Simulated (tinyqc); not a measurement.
# Band bending at a free surface with one surface level, surface photovoltage and Kelvin probe, step by step

Computed by the program tinyqc: `OMP_NUM_THREADS=1 python tinyqc.py 2430026 2430027 out.jsonl`, one thread of a shared Intel Xeon 2.30GHz, about 0.01 s for the whole run. Printed values are rounded.

n-type bulk, xi = Ec - EF = Vt ln(Nc/Nd), p0 = ni^2/Nd, ni = sqrt(Nc Nv) exp(-Eg/(2 Vt)), Eg in volts. b is the upward band bending, u = b/Vt. Space charge per area, in units of q: Qc = sign(b) sqrt((2 eps0 eps_r Vt/q) [(Nd + dn)(exp(-u) - 1) + Nd u + (p0 + dn)(exp(u) - 1)]), with dn the excess density under light (flat quasi-Fermi levels; 0 in the dark). The level holds -Ns f, f = 1/(1 + exp((xi + b - Es)/Vt)). Neutrality: Qc + Qf + (charge of the states) = 0.

Values chosen for this exercise; band and dielectric values close to those of indium phosphide: temperature T = 300 K; band gap Eg = 1.36 eV; relative permittivity eps_r = 12.5; conduction-band density of states at T Nc = 5.71e17 cm^-3; valence-band density of states at T Nv = 1.08e19 cm^-3; electron affinity chi = 4.37 eV; donor density Nd = 5.7e16 cm^-3; fixed positive charge at the surface Qf = 0 cm^-2; work function of the probe tip pt = 4.43 eV; density of an acceptor-like surface level Ns = 5.6e11 cm^-2; its depth below the conduction edge Es = 0.41 eV; excess carrier density under light dn = 1.2e12 cm^-3.

Constants: q = 1.602176634e-19 C, kB = 1.380649e-23 J/K, Vt = kB T/q, eps0 = 8.8541878128e-14 F/cm where lengths are in cm. Results are converted to the units shown.

## Bulk quantities

xi, ni, p0, the Debye length sqrt(eps0 eps_r Vt/(q Nd)) and the flat-band work function chi + xi.

xi = 0.05957174 eV
ni = 9.365538e6 cm^-3
p0 = 0.001538830 cm^-3
Debye length = 17.70043 nm
chi + xi = 4.429572 eV

## Charges against band bending

b, point 0 to 6 (V): 0.092  0.154  0.215  0.277  0.338  0.4  0.461

Evaluate Qc, the surface charge Qf - Ns f and their sum in the dark; the root lies where the sum changes sign.

```
point	Qc (cm^-2)	surface charge (cm^-2)	sum (cm^-2)
0	2.295029e11	-5.599745e11	-3.304716e11
1	3.177575e11	-5.597194e11	-2.419619e11
2	3.859533e11	-5.570434e11	-1.710901e11
3	4.447254e11	-5.290974e11	-8.437196e10
4	4.958004e11	-3.460375e11	1.497629e11
5	5.428106e11	-7.175745e10	4.710531e11
6	5.853897e11	-7.667905e9	5.777218e11
```

The sum rises steadily with b, so there is one root; bisection gives b = 0.30740 V.

## Work function and Kelvin-probe reading

converged b = 0.3073979 V

Work function chi + xi + b; contact potential difference CPD = (work function of the sample) - pt. Depth of EF below Ec at the surface: xi + b. Depletion width Qc/Nd.

xi + b = 0.3669696 eV
Qc = 4.708703e11 cm^-2
Qc/Nd = 82.60883 nm
work function = 4.736970 eV
CPD = 306.9696 mV

The level is 84.1 % filled: the Fermi level is pinned at it.

## Surface photovoltage

Under chopped light the surface charge keeps its dark value, so b falls to bL with Qc(bL, dn) = Qc(b, 0); the photovoltage is b - bL. Qc rises with b, so bL follows by bisection.

bL = 0.2799429 V
photovoltage = 27.45501 mV
share of b removed = 8.931424 %
excess holes at the surface, dn exp(bL/Vt) = 6.053606e16 cm^-3
